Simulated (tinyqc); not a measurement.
Reverse leakage of an n+-p junction: diffusion, generation, trap-assisted and band-to-band tunnelling: two steps of the calculation.

One-sided abrupt junction in the depletion approximation, x from the junction (0) to W on the p side, field F = F0 (1 - x/W). Flat quasi-Fermi levels, long p side. Traps generate through SRH with both lifetimes shortened by 1 + Gamma (Hurkx enhancement, form for moderate fields); band-to-band generation is local and needs a total bending above Eg.

Inputs (values chosen for the exercise); band and dielectric values close to those of silicon:

| symbol | value | unit | meaning |
|---|---|---|---|
| T | 250 | K | temperature |
| Eg | 1.12 | eV | band gap |
| Na | 4.3e16 | cm^-3 | acceptor density of the lighter side |
| Nd | 1e19 | cm^-3 | donor density of the heavier side |
| tau | 2e-7 | s | SRH lifetime of both carriers at zero field |
| Et | 0 | eV | trap level above the intrinsic level |
| Ab | 5.1e14 | cm^-0.5 V^-2.5 s^-1 | band-to-band prefactor |
| Bb | 1.9e7 | V/cm | band-to-band field constant |
| VR | 0.5 | V | reverse bias |

Constants: q = 1.602176634e-19 C, kB = 1.380649e-23 J/K, Vt = kB T/q. Results are converted to the units shown.

Problem 1. Generation rates across the layer. u = (Vbi + VR)(1 - x/W)^2, p = Na exp(-u/Vt), n = Nd exp((u - Vbi - VR)/Vt); G0 = ni^2 (1 - exp(-VR/Vt))/(tau (n + p + 2 ni cosh(Et/Vt))); Gamma = 2 sqrt(3 pi)(F/FG) exp((F/FG)^2); trap-assisted part G0 Gamma; G_bb = Ab F^2.5 exp(-Bb/F) with F in V/cm, zero unless Vbi + VR > Eg. 13 equal steps.

ni = 1.0558556e8 cm^-3
Vbi = 0.97158340 V
W = 209.46978 nm
F0 = 140.50556 kV/cm
FG = 280.58762 kV/cm

Wanted: x; F; Gamma; G0; G0 Gamma; G_bb.

Solution 1.

```
point  x (nm)  F (kV/cm)    Gamma  G0 (cm^-3 s^-1)  G0 Gamma (cm^-3 s^-1)  G_bb (1e-32 cm^-3 s^-1)
0        0.00     140.51   3.9509           5574.2                  22023                   7.0618
1       16.11     129.70   3.5142         1.3634e8               4.7911e8                   0.0001
2       32.23     118.89   3.1132        1.4775e12              4.5999e12                   0.0000
3       48.34     108.08   2.7434        2.5465e14              6.9860e14                   0.0000
4       64.45      97.27   2.4004        2.6396e14              6.3361e14                   0.0000
5       80.57      86.46   2.0805        2.6365e14              5.4854e14                   0.0000
6       96.68      75.66   1.7804        1.7482e14              3.1125e14                   0.0000
7      112.79      64.85   1.4969        2.6769e12              4.0071e12                   0.0000
8      128.90      54.04   1.2272        3.1702e10              3.8906e10                   0.0000
9      145.02      43.23  0.96876         8.3427e8               8.0821e8                   0.0000
10     161.13      32.42  0.71906         4.9266e7               3.5425e7                   0.0000
11     177.24      21.62  0.47583         6.5292e6               3.1068e6                   0.0000
12     193.36      10.81  0.23686         1.9420e6               4.5998e5                   0.0000
13     209.47       0.00        0         1.2963e6                      0                   0.0000
```

Problem 2. Current components. 13 equal steps.

Each current is q times the trapezoid sum of its rate; J adds J_diff; J_bb under 1e-8 of the sum is given as 0.

```
point     x (nm)  G0 (cm^-3 s^-1)  G0 Gamma (cm^-3 s^-1)  G_bb (cm^-3 s^-1)
0        0.00000        5574.1556              22022.735      7.0617516e-32
1       16.11306      1.3633681e8            4.7910809e8      7.3793178e-37
2       32.22612     1.4775260e12           4.5998747e12      9.7664632e-43
3       48.33918     2.5464796e14           6.9859622e14                 ~0
4       64.45224     2.6395912e14           6.3360972e14                 ~0
5       80.56530     2.6365096e14           5.4853885e14                 ~0
6       96.67836     1.7481970e14           3.1125092e14                 ~0
7      112.79142     2.6768824e12           4.0070589e12                 ~0
8      128.90448     3.1702444e10           3.8906276e10                 ~0
9      145.01754      8.3427110e8            8.0821072e8                 ~0
10     161.13060      4.9265953e7            3.5425407e7                 ~0
11     177.24366      6.5292020e6            3.1068112e6                  0
12     193.35672      1.9419945e6            4.5998068e5                  0
13     209.46978      1.2963152e6                      0                  0
```

J_diff = 4.1538520e-16 A/cm^2

Wanted: J_SRH; J_TAT; J_bb; J.

Solution 2.

J_SRH = 2.482e-10 A/cm^2
J_TAT = 5.681e-10 A/cm^2
J_bb = 0 A/cm^2
J = 8.163e-10 A/cm^2

Range of the model: The n+ side is degenerate, so Vbi from Boltzmann statistics is only a guide.

Numbers from tinyqc (`OMP_NUM_THREADS=1 python tinyqc.py 2290043 2290044 out.jsonl`; about 0.01 s on one thread of a shared Intel Xeon 2.30GHz).

~0 in a residual or rate marks an entry under 1e-11 of the largest of its column.
